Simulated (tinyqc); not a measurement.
Pillar capacitor in an array: capacitance, non-linearity, leakage and relaxation: two steps of the calculation.

A film between two metal electrodes, each interface adding a series capacitance ci. The small-signal permittivity is ek (1 + aq E^2); the field is found with the linear permittivity. Leakage J = J0 sinh(E/Ef). After a voltage step the film passes a relaxation current kr C V tt^(-nr), tt being the time in seconds. The sidewall is a coaxial capacitor with radii a = dm/2 and b = dm/2 + t, depth AR dm; the end face is left out.

Parameters, values chosen for the exercise; permittivity of the order of that of zirconium oxide:

| symbol | value | unit | meaning |
|---|---|---|---|
| ek | 36.4 |  | relative permittivity of the film |
| t | 13 | nm | film thickness |
| ci | 230 | uF/cm^2 | capacitance of each electrode interface (dead layer and screening) |
| aq | 0.0077 | cm^2/MV^2 | quadratic field coefficient of the permittivity |
| V | 1.6 | V | bias |
| J0 | 4.7e-10 | A/cm^2 | leakage prefactor |
| Ef | 0.15 | MV/cm | field for an e-fold rise of the leakage |
| dm | 130 | nm | diameter of the pillar |
| AR | 50 |  | aspect ratio, depth over diameter |
| pt | 260 | nm | pitch of the square array |
| rho | 650 | uohm cm | resistivity of the inner electrode |

Constants: eps0 = 8.8541878128e-14 F/cm where lengths are in cm. Results are converted to the units shown.

Problem 1. Planar capacitance, field and non-linearity. Planar film: Cf = eps0 ek/t, 1/C = 1/Cf + 2/ci, EOT = 3.9 eps0/C, effective permittivity C t/eps0, E = (V/t) C/Cf; quadratic coefficient [C(V)/C - 1]/V^2 with Cf (1 + aq E^2) in C(V).

Find: Cf; C; EOT; effective permittivity; E; quadratic coefficient; J.

Solution 1.

Cf = 2.479 uF/cm^2
C = 2.427 uF/cm^2
EOT = 1.423 nm
effective permittivity = 35.63
E = 1.205 MV/cm
quadratic coefficient = 4273 ppm/V^2
J = 7.233e-7 A/cm^2

The interfaces take 2.11 % of the voltage.

Problem 2. Cell capacitance, fields and time constant. Per length 1/c = ln(b/a)/(2 pi eps0 ek) + (1/a + 1/b)/(2 pi ci); cell capacitance c AR dm; per footprint over pt^2; fields c V/(2 pi eps0 ek r) at r = a and b; resistance of the inner electrode rho AR dm/(pi a^2); time constant R C/3 of the distributed line.

Find: a; b; cell capacitance; capacitance per footprint; field at a; field at b; R; R C/3.

Solution 2.

a = 65.00 nm
b = 78.00 nm
cell capacitance = 70.66 fF
capacitance per footprint = 104.5 uF/cm^2
field at a = 1.321 MV/cm
field at b = 1.101 MV/cm
R = 3.183 kohm
R C/3 = 74.98 ps

The array gives 43.1 times the planar capacitance per footprint; curvature makes the field at the inner electrode 1.10 times the planar value.

Computed by the program tinyqc: `OMP_NUM_THREADS=1 python tinyqc.py 2102134 2102135 out.jsonl`, one thread of a shared Intel Xeon 2.30GHz, about 0.01 s for the whole run.
